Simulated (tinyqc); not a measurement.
Tight binding, honeycomb lattice, step by step. Computed by tinyqc, a small Python program that keeps every step. Settings: t1 = 2.27, t2 = 0.36, phi = -1.33, delta = 2.05, points = 5. Command: `OMP_NUM_THREADS=1 python tinyqc.py 20430 20431 out.jsonl` (the two numbers bound the seeds that draw the settings). One thread of a shared host (Intel(R) Xeon(R) Processor @ 2.60GHz), about 0.01 s of CPU time with the checks.

## Bloch Hamiltonian at k

Parameters chosen for this model:

| parameter | value | unit |
|---|---|---|
| t1 | 2.270000 | eV, nearest |
| t2 | 0.360000 | eV, second neighbours |
| phi | -1.330000 | rad, phase of t2 (Haldane) |
| delta | 2.050000 | eV, +/- on A and B |

k point k (fractions of the reciprocal vectors): -0.11000  0.49000

H_AB = -t1 (1 + exp(-i k.a1) + exp(-i k.a2)); H_AA = delta - 2 t2 sum cos(k.b + phi), H_BB = -delta - 2 t2 sum cos(k.b - phi), b = a1, a2 - a1, -a2.

H(k) at k (eV):
```
                   A                  B
A            3.12858  -1.75354-1.30442i
B  -1.75354+1.30442i           -2.77263
```

## Levels at k

Diagonalise the Hermitian matrix.

eigenvalues (eV): -3.49388  3.84983

weights |c|^2 of the basis functions:
```
    band 1   band 2
A  0.09821  0.90179
B  0.90179  0.09821
```

## Bloch Hamiltonian at K

k point K (fractions of the reciprocal vectors): 0.33333  0.66667

As before.

H(k) at K (eV):
```
         A        B
A  0.49091  0.00000
B  0.00000  0.02420
```

## Levels at K

As before.

eigenvalues (eV): 0.02420  0.49091

weights |c|^2 of the basis functions:
```
    band 1   band 2
A  0.00000  1.00000
B  1.00000  0.00000
```

## Bands along a path

The same steps at evenly spaced points between the labelled ones.

Bands along the path (eV):

| k | band 1 | band 2 |
|---|---|---|
| G | -7.62697 | 6.59676 |
| G-K 0.25 | -6.88625 | 6.11975 |
| G-K 0.50 | -4.85010 | 4.67839 |
| G-K 0.75 | -2.18995 | 2.53336 |
| K | 0.02420 | 0.49091 |
| K-M 0.25 | -0.76469 | 1.25034 |
| K-M 0.50 | -1.60966 | 2.03275 |
| K-M 0.75 | -2.32018 | 2.68619 |
| M | -2.88696 | 3.23036 |
| M-K' 0.25 | -3.29560 | 3.66161 |
| M-K' 0.50 | -3.53224 | 3.95533 |
| M-K' 0.75 | -3.61170 | 4.09735 |
| K' | -3.60909 | 4.12420 |

With 1 band(s) filled, the highest filled level on these points lies at K and the lowest empty one at K: a gap of 0.4667 eV, direct.

## Chern number of the lower band

On a 5 x 5 mesh, the phase of the product of overlaps around each plaquette (k1 then k2); the sum over 2 pi is an integer.

plaquette phases (rad):
```
          1         2         3         4         5
1   0.00000  -0.05328   0.06705   0.09188   0.00117
2   0.08156   0.09931  -0.28450  -1.21858   0.09188
3   0.20522   0.26574   0.35978  -0.28450   0.06705
4  -0.08008   0.14403   0.26574   0.09931  -0.05328
5  -0.07220  -0.08008   0.20522   0.08156   0.00000
```

Chern number = 0.00000
